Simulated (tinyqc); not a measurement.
Voltage drop against the pad pitch.

A grid of 25 by 25 nodes with segments Rx (rows) and Ry (columns); every node draws I1 and the central node kh I1; pads with resistance Rp sit at the nodes whose row and column are multiples of the pitch, counting from 0. The drops u = Vdd - V follow from G u = i, with G the conductance matrix and i the load currents, solved directly.

Inputs (values chosen for the exercise): supply voltage Vdd = 0.9 V; resistance of a horizontal segment Rx = 0.46 ohm; resistance of a vertical segment Ry = 1.4 ohm; resistance from a pad node to the supply Rp = 0.5 ohm; factor on the load at the hot node kh = 5; load current of a node in the large grid I1 = 0.25 mA.

Results:
columns A: pitch (nodes); B: pads; C: worst drop (mV); D: mean drop (mV); E: largest drop at a pad (mV); F: largest pad current (mA); G: worst drop over Vdd (%)
```
A     B        C        D        E        F         G
1   625  0.28717  0.12580  0.28717  0.57434  0.031908
2   169  0.78631  0.60167  0.69936   1.3987  0.087367
3    81   1.7328   1.3961   1.3297   2.6594   0.19253
4    49   3.0957   2.4968   2.1586   4.3172   0.34396
6    25   6.7343   5.5384   4.2837   8.5674   0.74826
12    9   22.764   20.054   12.963   25.926    2.5293
24    4   75.827   66.038   19.656   39.312    8.4252
```

Estimate the missing row, pitch = 8 nodes.

Computed row:
columns A: pitch (nodes); B: pads; C: worst drop (mV); D: mean drop (mV); E: largest drop at a pad (mV); F: largest pad current (mA); G: worst drop over Vdd (%)
```
A   B       C       D       E       F       G
8  16  12.058  9.5962  6.4695  12.939  1.3398
```

With this row back in the table: The worst drop goes from 0.287 to 75.8 mV while the number of pads falls from 625 to 4; between the last two rows it goes as pitch^(1.74). The largest drop at a pad is 100 % of the worst drop in the first row and 25.9 % in the last; the rest falls along the wires.

Numbers from tinyqc (`OMP_NUM_THREADS=1 python tinyqc.py 2770125 2770126 out.jsonl`; about 0.3 s on one thread of a shared Intel Xeon 2.30GHz).
